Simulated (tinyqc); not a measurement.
# Delta-doped HEMT, charge control: effects of single changes

A two-dimensional electron gas of density ns under a barrier. EF and the subbands are counted from the conduction-band edge of the channel at the interface. Two subbands of a triangular well with an infinite wall, parabolic band, no carriers in the barrier.

Parameters, values chosen for the exercise; material values close to those of InGaP on GaAs:
```
symbol   value   unit                                                  meaning
T           77      K                                              temperature
d           32     nm                   barrier thickness from gate to channel
ds         5.3     nm                       undoped spacer next to the channel
me      0.0652     m0                             electron mass in the channel
ec        12.8                            relative permittivity of the channel
ebr       11.5                            relative permittivity of the barrier
phiB     0.931     eV                               barrier height of the gate
dEc       0.13     eV                                   conduction-band offset
ND      2.2e12  cm^-2  sheet density of the donor plane at ds from the channel
eta        0.5                  share of ns that counts in the confining field
Nb           0  cm^-2                           depletion charge of the buffer
```

Constants: q = 1.602176634e-19 C, kB = 1.380649e-23 J/K, hbar = 1.054571817e-34 J s, m0 = 9.1093837015e-31 kg, Vt = kB T/q, eps0 = 8.8541878128e-14 F/cm where lengths are in cm, hbar^2/(2 m0) = 0.0380998212 eV nm^2. Results are converted to the units shown.

Each table varies one quantity; the others keep the values above.

## Effect of the gate voltage

Fully depleted barrier with eb = ebr: Vp = q ND (d - ds)/(eps0 eb); donors per area ND; Voff = phiB - dEc - Vp. F = q (eta ns + Nb)/(eps0 ec) in eV/nm; E_k = a_k (C F^2/me)^(1/3), a_0 = 2.338107, a_1 = 4.087949, C = hbar^2/(2 m0); D = me m0 q/(pi hbar^2); ns = D Vt [ln(1 + exp((EF - E_0)/Vt)) + ln(1 + exp((EF - E_1)/Vt))], which gives EF = E_0 + Vt ln{2 s/[(1 + u) + sqrt((1 + u)^2 + 4 u s)]} with s = exp(ns/(D Vt)) - 1, u = exp((E_0 - E_1)/Vt). Charge control: ns + Nb = eps0 eb (Vg - Voff - EF)/(q d). Gate capacitance C = q dns/dVg = eps0 eb/(d + dd), dd = (eps0 eb/q) dEF/dns.

The same in every row: Voff (V) = -0.1233.

Effect of the gate voltage:
```
Vg (V)  ns (cm^-2)    EF (eV)  EF - E_0 (eV)  second subband (%)  dd (nm)  C (uF/cm^2)    EF/dEc
-0.27        89.98    -0.1467        -0.1467               50.00  4.686e9     2.173e-9    -1.129
-0.19      1.534e7   -0.06674       -0.06678               49.87  2.766e4     3.677e-4   -0.5134
-0.11     3.589e10  -0.004802       -0.01264               30.08    23.82       0.1824  -0.03694
-0.02     1.605e11    0.02244       0.001172               11.59    9.888       0.2431    0.1726
0.06      2.858e11    0.03939       0.008151               6.074    7.695       0.2565    0.3030
0.14      4.156e11    0.05402        0.01393               3.693    6.744       0.2628    0.4155
0.23      5.644e11    0.06907        0.01990               2.415    6.163       0.2668    0.5313
0.31      6.983e11    0.08168        0.02502               1.818    5.838       0.2691    0.6283
0.39      8.331e11    0.09381        0.03007               1.469    5.605       0.2708    0.7216
0.48      9.856e11     0.1070        0.03571               1.239    5.406       0.2722    0.8232
```

What does the comparison show, and why?

As Vg goes from -0.27 to 0.48, ns rises from 90.0 to 9.86e11 cm^-2, EF rises from -0.147 to 0.107 eV and C rises from 2.17e-9 to 0.272 uF/cm^2. In the last row C is 85.5 % of eps0 eb/d. The line through the last two rows reaches ns = 0 at Vg = -0.102 V, above Voff = -0.123 V since part of the gate voltage goes into raising EF. At the lowest densities ns rises a decade in 15.3 mV (Vt ln 10 = 15.3 mV). For Vg = 0.48 EF is within a fifth of the offset, so the levels of an infinite wall are unreliable. The second subband holds over 20 % for Vg = -0.27, -0.19, -0.11, where the higher subbands left out would add electrons. For Vg = 0.23, 0.31, 0.39, 0.48 the band minimum in the barrier comes within 3 Vt of EF or below it, so the barrier is no longer depleted and takes electrons that the model puts in the channel.

## Effect of the undoped spacer next to the channel

Same model as above.

In this table Vg = 0.21 V.

Result of one run:
```
ds (nm)  Voff (V)  ns (cm^-2)  EF (eV)  EF - E_0 (eV)  second subband (%)  dd (nm)  C (uF/cm^2)  EF/dEc
7        -0.06442    4.339e11  0.05595        0.01469               3.479    6.653       0.2634  0.4304
```

What becomes of these results when the undoped spacer next to the channel ds is changed from 7 to 12 nm, all else the same?

Result of the changed run:
```
ds (nm)  Voff (V)  ns (cm^-2)  EF (eV)  EF - E_0 (eV)  second subband (%)  dd (nm)  C (uF/cm^2)  EF/dEc
12         0.1087    1.576e11  0.02198       9.738e-4               11.79    9.977       0.2426  0.1691
```

The whole series:
```
ds (nm)  Voff (V)  ns (cm^-2)  EF (eV)  EF - E_0 (eV)  second subband (%)  dd (nm)  C (uF/cm^2)  EF/dEc
1         -0.2721    7.805e11  0.08914        0.02811               1.584    5.687       0.2702  0.6857
3         -0.2029    6.641e11  0.07852        0.02373               1.940    5.909       0.2686  0.6040
4         -0.1683    6.061e11  0.07308        0.02151               2.191    6.048       0.2676  0.5621
6        -0.09904    4.910e11  0.06181        0.01701               2.929    6.409       0.2651  0.4755
7        -0.06442    4.339e11  0.05595        0.01469               3.479    6.653       0.2634  0.4304
9        0.004814    3.210e11  0.04356       0.009806               5.232    7.367       0.2587  0.3351
10        0.03943    2.655e11  0.03690       0.007156               6.656    7.920       0.2551  0.2838
12         0.1087    1.576e11  0.02198       9.738e-4               11.79    9.977       0.2426  0.1691
```

As ds goes from 1 to 12, ns falls from 7.80e11 to 1.58e11 cm^-2, EF falls from 0.0891 to 0.0220 eV and C falls from 0.270 to 0.243 uF/cm^2. Voff rises from -0.272 to 0.109 V. For ds = 4 the band minimum in the barrier comes within 3 Vt of EF or below it, so the barrier is no longer depleted and takes electrons that the model puts in the channel.

Program tinyqc, `OMP_NUM_THREADS=1 python tinyqc.py 2180144 2180145 out.jsonl`; Intel Xeon 2.30GHz, shared host, one thread, about 0.01 s.
